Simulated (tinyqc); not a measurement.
MOS structure on a p-type body, non-linear Poisson equation by Newton steps: charge and capacitance against gate voltage.

One dimension, insulator interface at x = 0, acceptor density Na, uniform, net doping C = -(acceptor density). psi is counted from the intrinsic level: n = ni exp((psi - Vb)/Vt), p = ni exp(-psi/Vt); deep in the body psi_b = -Vt ln(Na/ni). The gate acts through Cox = eps0 eox/tox and has the potential psi_G = Vg - (phiM - chi - Vt ln(Nc/ni)). Boltzmann statistics, full ionisation, classical densities, no oxide or interface charge.

ni = sqrt(Nc Nv) exp(-Eg/(2 Vt)), Eg in volts. The Poisson equation d/dx(eps0 eps_r dpsi/dx) = -q (p - n + C), with eps0 eps_r dpsi/dx = -Cox (psi_G - psi_0) at x = 0, is solved on a mesh of about 600 nodes or more. N_inv is the integral of n less its value deep in the body. C_LF = Cox (1 - dpsi_0/dVg) with all carriers following; C_HF is the same with the electron quasi-Fermi level shifting uniformly so that N_inv stays fixed. The centroid is that of the same excess.

Inputs (values chosen for the exercise); band and dielectric values those of a made-up semiconductor:
- T = 300 K (temperature)
- Eg = 1.17 eV (band gap)
- eps_r = 11.1 (relative permittivity)
- Nc = 2.67e19 cm^-3 (conduction-band density of states at T)
- Nv = 2.69e19 cm^-3 (valence-band density of states at T)
- chi = 4.99 eV (electron affinity)
- Na = 4.2e17 cm^-3 (acceptor density deep in the body)
- eox = 22.1 (relative permittivity of the gate insulator (close to hafnium oxide))
- tox = 17 nm (insulator thickness)
- phiM = 5.21 eV (gate work function)
- Vb = 0 V (electron quasi-Fermi potential against the body)

Constants: q = 1.602176634e-19 C, kB = 1.380649e-23 J/K, Vt = kB T/q, eps0 = 8.8541878128e-14 F/cm where lengths are in cm. Results are converted to the units shown.

Results:
```
Vg (V),psi_0 - psi_b (V),N_inv (cm^-2),C_LF/Cox,C_HF/Cox,centroid (nm)
0.07,0.661,4.26e5,0.165,0.165,0.917
0.23,0.795,7.03e7,0.153,0.153,0.826
0.4,0.938,1.63e10,0.200,0.142,0.752
0.56,1.03,4.34e11,0.693,0.137,0.686
0.73,1.06,1.38e12,0.859,0.136,0.618
0.89,1.08,2.38e12,0.906,0.136,0.566
1.06,1.09,3.50e12,0.929,0.136,0.520
1.39,1.11,5.72e12,0.952,0.136,0.452
```

Estimate the missing row, Vg = 1.22 V.

Computed row:
```
Vg (V),psi_0 - psi_b (V),N_inv (cm^-2),C_LF/Cox,C_HF/Cox,centroid (nm)
1.22,1.10,4.57e12,0.943,0.136,0.485
```

With this row back in the table: N_inv goes from 4.26e5 to 5.72e12 cm^-2 and passes 2e11 cm^-2 at Vg = 0.503 V. Below threshold it takes 72.2 mV a decade between Vg = 0.07 and 0.23 V, against Vt ln 10 = 59.5 mV. C_LF/Cox is lowest, 0.153, at Vg = 0.23 V among the rows listed and ends at 0.952, while C_HF/Cox ends at 0.136. Between the last two rows q dN_inv/dVg is 0.945 Cox. Where the classical centroid is under about 2 nm, confinement would move the charge away from the interface and raise the threshold. Above about 2e12 cm^-2 degeneracy matters too.

Program tinyqc, `OMP_NUM_THREADS=1 python tinyqc.py 2080121 2080122 out.jsonl`; Intel Xeon 2.30GHz, shared host, one thread, about 0.5 s.
